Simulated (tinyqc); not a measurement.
Competing polymorphs of an oxide film: bulk, surface, grain-boundary, dopant and field terms: one step, computed by the program tinyqc.

Phases: monoclinic m (reference), polar orthorhombic o, tetragonal t. Free energies per formula unit (f.u.); 1 J/m^2 x angstrom^3/nm = 6.241509 meV.

Task: Crossing points. With G = b + gamma Omega A (b the bulk free energy per formula unit, A the area per volume), two phases i, j cross at A_ij = (b_j - b_i)/(Omega (gamma_i - gamma_j)); o has a window only if A_mo < A_ot.

Inputs (values chosen for the exercise, for a model oxide):
```
quantity                       value        unit
surface energy of m              3.6       J/m^2
surface energy of o             2.93       J/m^2
surface energy of t             2.85       J/m^2
volume per formula unit Omega   32.6  angstrom^3
temperature T                    300           K
```

b (meV/f.u.): m 0.00, o 31.89, t 63.20

Give: A_mo; A_ot; A_mt.

Result:

A_mo = 0.23392 1/nm

A_ot = 1.9235 1/nm

A_mt = 0.41414 1/nm

o is lowest for A between 0.234 and 1.923 1/nm, m below and t above.
